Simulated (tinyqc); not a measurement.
Conductance against temperature: phonon transmission through an interface between two chains by Green functions. Computed by tinyqc, a small Python program. Command: `OMP_NUM_THREADS=1 python tinyqc.py 3023263 3023264 out.jsonl agf walk`. One thread of a shared host (Intel(R) Xeon(R) Processor @ 2.30GHz), about 0.01 s of CPU time with the checks.

Two semi-infinite chains (masses m_1, m_2; springs k_1, k_2), motion along the chain. The central region holds the end atom of each chain and three interlayer atoms of mass m_b, joined by springs k_b. lambda = omega^2 in eV/(angstrom^2 u); nu = 15.6333042 THz x sqrt(lambda).

Inputs (values chosen for the exercise, for two model chains): mass m_1 = 48.4 u; spring k_1 = 5.12 eV/angstrom^2; mass m_2 = 285 u; spring k_2 = 2.32 eV/angstrom^2; junction spring k_b = 2.21 eV/angstrom^2; interlayer mass m_b = 147 u; probe frequency / lower band top = 0.18.

Atoms in the interlayer: three.

Constants: nu for 1 eV/(angstrom^2 u) = 15.6333042 THz; h x 1 THz = 4.135667696 meV; k_B = 8.617333262e-05 eV/K; k_B = 1.380649e-23 J/K; h = 6.62607015e-34 J s.

Method:
- nu_max = 15.6333042 THz x 2 sqrt(k/m); impedance Z = sqrt(k m); long-wave transmission 4 Z_1 Z_2/(Z_1 + Z_2)^2; the probe frequency is the given share of the lower band top.
- In chain i, sin(q_i a/2) = nu/nu_max,i. An outgoing wave makes the next atom move as exp(i q_i a) times the end atom, so the lead adds the self-energy Sigma_i = -k_i exp(i q_i a) to the force-constant matrix; Gamma_i = -2 Im Sigma_i = 2 k_i sin(q_i a).
- A = lambda M - K - Sigma over the central atoms, with K_ii the sum of the springs at i, K_(i,i+1) = -k_b; G = inverse of A; transmission = Gamma_1 Gamma_2 |G_(first,last)|^2.
- Landauer conductance G = k_B int tau(nu) x^2 e^x/(e^x - 1)^2 d nu, x = h nu/(k_B T), from 0 to the lower band top (240 Gauss-Legendre points in s from 0 to 1, nu = nu_top sin(pi s/2)); tau is the transmission, and its thermal mean is G over the value for tau = 1 in the same window; the quantum is g_0 = pi^2 k_B^2 T/(3 h).

band top of chain 1 = 10.1693 THz

band top of chain 2 = 2.82100 THz

Conductance:
```
T (K)  G (pW/K)  mean transmission     G/g_0  G for transmission 1 (pW/K)
1       0.89175            0.94223   0.94223                      0.94643
5        4.4725            0.94514   0.94514                       4.7322
20       17.465            0.94291   0.92269                       18.523
50       29.571            0.91103   0.62489                       32.459
100      33.444            0.90223   0.35337                       37.069
200      34.605            0.89978   0.18282                       38.459
400      34.909            0.89915  0.092212                       38.825
800      34.986            0.89899  0.046208                       38.917
```

What follows from these numbers?

At 1 K G/g_0 = 0.942; as T goes to 0 it tends to the long-wave transmission, where only the impedances count. Towards high T all modes count more and more alike; at 800 K G is 35.0 pW/K and the mean transmission is 0.899, which is at least 0.7 of the low-T value.

Extremes, crossings and ranges named in words are read from the listed rows.
